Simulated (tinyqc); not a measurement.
## Trapped share and trap depth from dynamic on-resistance

Question. Traps remove the share ft of the electrons in the drain access (length Ld, sheet resistance Rsh before stress), so Ron grows by Rsh Ld ft/(1 - ft). The recovery time goes as T^(-2) exp(q Ea/(kB T)). Find ft and Ea.

Values chosen for this exercise:
- Ld = 8 um (drain access length)

Constants: q = 1.602176634e-19 C, kB = 1.380649e-23 J/K. Results are converted to the units shown.

Ron before and just after an off-state stress (ohm mm): 4.2576790  4.7093802
Rsh = 414.05942 ohm
recovery times at 320 and 370 K (s): 6.7  0.45405849

Answer. The rise of Ron over Rsh Ld is ft/(1 - ft); ln(t T^2) is linear in 1/T.

ft = 0.120
Ea = 0.490 eV

Program tinyqc, `OMP_NUM_THREADS=1 python tinyqc.py 2570099 2570100 out.jsonl`; Intel Xeon 2.30GHz, shared host, one thread, about 0.02 s.
